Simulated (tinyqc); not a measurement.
From results back to parameters: defect-molecule model of a vacancy with Jahn-Teller distortion. Four cases, with inputs chosen for the exercise.

Problem. With et the undistorted t2 level, Uc the repulsion of two electrons, I the Jahn-Teller coupling and k the force constant, the levels above Ev are E(2+/+) = et - E_JT, E(+/0) = et - 3 E_JT + Uc, the Stokes shift of the first transition is 2 E_JT, E_JT = 2 I^2/k and the distortion of the + state is 2 I/k. The values below come from hidden parameters.

Case 1.

levels (eV): (2+/+) 0.17091, (+/0) 0.12273

Stokes shift = 0.258179 eV
distortion of + = 0.138806 angstrom

Case 2.

levels (eV): (2+/+) 0.11192, (+/0) 0.04576

Stokes shift = 0.316161 eV
distortion of + = 0.159677 angstrom

Case 3.

levels (eV): (2+/+) 0.21585, (+/0) 0.08754

Stokes shift = 0.248309 eV
distortion of + = 0.117127 angstrom

Case 4.

levels (eV): (2+/+) 0.13848, (+/0) 0.05543

Stokes shift = 0.183048 eV
distortion of + = 0.098413 angstrom

Find: et, Uc; I; k.

Solution. E_JT is half the Stokes shift; et = E(2+/+) + E_JT; Uc = E(+/0) - E(2+/+) + 2 E_JT; with Q the distortion, I = E_JT/Q and k = 2 E_JT/Q^2.

Case 1.

et, Uc (eV): 0.300  0.210

I = 0.93 eV/angstrom
k = 13.4 eV/angstrom^2

Case 2.

et, Uc (eV): 0.270  0.250

I = 0.99 eV/angstrom
k = 12.4 eV/angstrom^2

Case 3.

et, Uc (eV): 0.340  0.120

I = 1.06 eV/angstrom
k = 18.1 eV/angstrom^2

Case 4.

et, Uc (eV): 0.230  0.100

I = 0.93 eV/angstrom
k = 18.9 eV/angstrom^2

Computed by tinyqc, one run a case: `OMP_NUM_THREADS=1 python tinyqc.py N N+1 out.jsonl` with N = 1451106, 1451201, 1451217, 1451335; one thread of a shared Intel(R) Xeon(R) Processor @ 2.30GHz, about 0.01 s a run at most.
